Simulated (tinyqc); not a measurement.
# Single-oscillator infrared dielectric function of a polar cubic crystal, step by step

A worked calculation. Computed by tinyqc, a small Python program that keeps every step. Command: `OMP_NUM_THREADS=1 python tinyqc.py 3020834 3020835 out.jsonl infrared walk`. One thread of a shared host (Intel(R) Xeon(R) Processor @ 2.30GHz), about 0.01 s of CPU time with the checks. Intermediate numbers are printed to about 7 digits and carried at full precision; extremes and crossings named in words are read from the listed rows.

One ion pair, charges +Z* and -Z*, in a cell of volume Omega = a^3. Frequencies omega are given as wavenumbers (1/cm); eps_s is the static dielectric constant.

Inputs (values chosen for the exercise, for a model crystal):

| quantity | value | unit |
|---|---|---|
| lattice constant a | 3.71 | angstrom |
| mass M_A | 26.3 | u |
| mass M_B | 42.1 | u |
| omega_TO | 406 | 1/cm |
| Born charge Z* | 2.37 | e |
| eps_inf | 9.44 | - |
| phonon damping gamma | 10 | 1/cm |
| probe frequency / omega_TO | 1.46 | - |
| eps_m of the surrounding medium | 1 | - |

Structure: caesium chloride. Free carriers: absent.

Constants: nu for 1 eV/(angstrom^2 u) = 15.6333042 THz; 1 THz = 33.35640952 1/cm; e^2/(4 pi eps_0) = 14.39964548 eV angstrom.

## LO frequency and static constant from the Born charge

mu = M_A M_B/(M_A + M_B); ionic plasma term W^2 = 4 pi Z*^2 (e^2/(4 pi eps_0))/(Omega mu) in eV/(angstrom^2 u), turned into 1/cm by W = 15.6333042 x 33.35640952 x sqrt(W^2); omega_LO^2 = omega_TO^2 + W^2/eps_inf; eps_s = eps_inf + W^2/omega_TO^2; Szigeti charge 3 Z*/(eps_inf + 2); longitudinal (Callen) charge Z*/eps_inf.

reduced mass mu = 16.18757 u

W = 578.2392 1/cm

omega_LO = 447.4992 1/cm

eps_s = 11.46844

Szigeti charge = 0.6215035 e

Callen charge = 0.2510593 e

omega_LO/omega_TO = 1.102; the ions supply 18 % of eps_s.

## Optical constants at the probe frequency

eps(omega) = eps_inf + W^2/(omega_TO^2 - omega^2 - i gamma omega); n + i k = sqrt(eps) with k >= 0; R = |(n + i k - 1)/(n + i k + 1)|^2 at normal incidence from vacuum. omega is the probe ratio times omega_TO. Intensity decays over 1/(4 pi omega k); the loss function is Im(-1/eps).

omega = 592.76 1/cm

Re eps = 7.649264

Im eps = 0.05690698

n = 2.765749

k = 0.01028781

reflectivity R = 0.2198704

penetration depth of the intensity = 130.4934 micrometre

loss function = 9.725283e-04

Re eps is positive and k is small against n: the wave propagates.

## Spectrum around the optical phonon

The loss function is Im(-1/eps).

Spectrum:

| omega (1/cm) | Re eps | Im eps | R | Im(-1/eps) |
|---|---|---|---|---|
| 203 | 12.14386 | 0.04439840 | 0.3069731 | 3.010564e-04 |
| 345 | 16.69753 | 0.5465607 | 0.3683472 | 0.001958252 |
| 394 | 39.24827 | 12.23381 | 0.5372193 | 0.007238544 |
| 406 | 9.44 | 82.35482 | 0.7211982 | 0.01198511 |
| 416 | -22.94263 | 16.38829 | 0.8001581 | 0.02061574 |
| 427 | -8.599126 | 4.403308 | 0.7594899 | 0.04717792 |
| 439 | -2.260695 | 1.842067 | 0.5475483 | 0.2166131 |
| 447 | 0.03313780 | 1.202318 | 0.1670396 | 0.8310952 |
| 456 | 1.768092 | 0.8116914 | 0.03883363 | 0.2144500 |
| 474 | 3.887264 | 0.4398390 | 0.1086210 | 0.02873961 |
| 515 | 6.118093 | 0.1704153 | 0.1800670 | 0.004549248 |
| 671 | 8.269117 | 0.02752798 | 0.2342111 | 4.025792e-04 |
| 1120 | 9.133157 | 0.003154145 | 0.2527563 | 3.781288e-05 |

R peaks among these rows at 416 per cm with 0.80 and is lowest, 0.039, at 456; far above omega_LO it tends to ((sqrt(eps_inf) - 1)/(sqrt(eps_inf) + 1))^2 = 0.259. Im eps is largest at 406 and the loss function at 447: absorption marks the TO mode and the loss function the LO mode. Re eps is negative in some rows, where R averages 0.70.

## Surface and particle modes

Without damping, eps(omega) = -x eps_m gives omega^2 = omega_TO^2 (eps_s + x eps_m)/(eps_inf + x eps_m): x = 1 for a flat surface at large wave vector, x = 2 for the dipole mode of a small sphere. The reflectivity R for light from vacuum (not from the medium eps_m) vanishes where eps = 1, omega^2 = omega_TO^2 (eps_s - 1)/(eps_inf - 1).

surface mode = 443.6923 1/cm

sphere mode = 440.5262 1/cm

zero of R = 452.1639 1/cm

Both modes lie between omega_TO and omega_LO, at 91 % and 83 % of the way up.

## Phonon polaritons

Transverse waves without damping obey Q^2 = omega^2 eps(omega), Q = wave vector/(2 pi) in 1/cm: eps_inf omega^4 - (eps_inf omega_LO^2 + Q^2) omega^2 + Q^2 omega_TO^2 = 0.

Branches (1/cm):

| Q | lower branch | upper branch | Q/sqrt(eps_s) | Q/sqrt(eps_inf) |
|---|---|---|---|---|
| 140 | 41.3023 | 447.913 | 41.341 | 45.566 |
| 410 | 120.0556 | 451.275 | 121.069 | 133.444 |
| 820 | 232.3384 | 466.372 | 242.137 | 266.887 |
| 1400 | 343.6660 | 538.309 | 413.405 | 455.661 |
| 2100 | 385.1673 | 720.460 | 620.108 | 683.492 |
| 3400 | 399.4128 | 1124.856 | 1003.984 | 1106.606 |
| 6900 | 404.5345 | 2253.894 | 2037.496 | 2245.759 |
| 14000 | 405.6514 | 4560.528 | 4134.051 | 4556.612 |

The lower branch starts as light slowed by sqrt(eps_s) (0.999 of that line) and ends at 0.999 omega_TO; the upper starts at 1.001 omega_LO and ends at 1.001 of the light line with eps_inf. No branch lies between omega_TO and omega_LO.

Checks made by the program: Lyddane-Sachs-Teller relation eps_s/eps_inf = (omega_LO/omega_TO)^2 (relative difference below 1e-10).
